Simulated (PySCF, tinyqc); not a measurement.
Ways to converge the cycle: SCF convergence aids in the 6-31g basis, for H2, spin multiplicity 1. Computed by the program tinyqc with PySCF. RHF with one setting changed at a time; a run stops when the energy changes by less than 1e-09 hartree and the error matrix is below 1e-5. The start is the Wolfsberg-Helmholz matrix. Damping d keeps d of the old density; a shift (hartree) raises the virtual levels; DIIS n extrapolates F over n matrices.

Geometry (angstrom):

| atom | x | y | z |
|---|---|---|---|
| H | 0.0000 | 0.0000 | 0.0000 |
| H | 0.0000 | 0.0000 | 1.3890 |

lowest restricted solution found by these runs and by PySCF = -1.018441 hartree

Largest element of the error matrix X^T (FDS - SDF) X:

| iteration | plain | damping 0.3 | damping 0.6 | shift 0.4 | DIIS 3 | DIIS 8 |
|---|---|---|---|---|---|---|
| 1 | 5.4e-02 | 5.4e-02 | 5.4e-02 | 5.4e-02 | 5.4e-02 | 5.4e-02 |
| 2 | 8.8e-03 | 2.2e-02 | 3.6e-02 | 1.8e-02 | 8.8e-03 | 8.8e-03 |
| 3 | 1.4e-03 | 9.3e-03 | 2.4e-02 | 6.3e-03 | 8.6e-06 | 8.6e-06 |
| 4 | 2.3e-04 | 3.8e-03 | 1.6e-02 | 2.1e-03 | 3.5e-06 | 3.5e-06 |
| 5 | 3.6e-05 | 1.6e-03 | 1.1e-02 | 7.1e-04 | - | - |
| 6 | 5.8e-06 | 6.5e-04 | 7.1e-03 | 2.4e-04 | - | - |
| 8 | - | 1.1e-04 | 3.1e-03 | 2.7e-05 | - | - |
| 10 | - | 1.9e-05 | 1.4e-03 | 3.1e-06 | - | - |
| 14 | - | 5.4e-07 | 2.7e-04 | - | - | - |
| 20 | - | - | 2.3e-05 | - | - | - |
| 30 | - | - | 3.8e-07 | - | - | - |

How each run ends:

| run | iterations | E (hartree) | state |
|---|---|---|---|
| plain | 7 | -1.018441 | lowest found |
| damping 0.3 | 15 | -1.018441 | lowest found |
| damping 0.6 | 31 | -1.018441 | lowest found |
| shift 0.4 | 10 | -1.018441 | lowest found |
| DIIS 3 | 4 | -1.018441 | lowest found |
| DIIS 8 | 4 | -1.018441 | lowest found |

What does the comparison show, and why?

6 of 6 runs reach the lowest restricted solution found, in 4 to 31 iterations (fastest: DIIS 3, DIIS 8). Plain steps already contract here, so damping only slows them. DIIS 3 and DIIS 8 gain by cancelling the error over several earlier matrices, much as a quasi-Newton step does. The restricted reference is unstable here: a spin-polarised solution lies 0.0100 hartree lower (PySCF), so results built on it describe a poor reference.
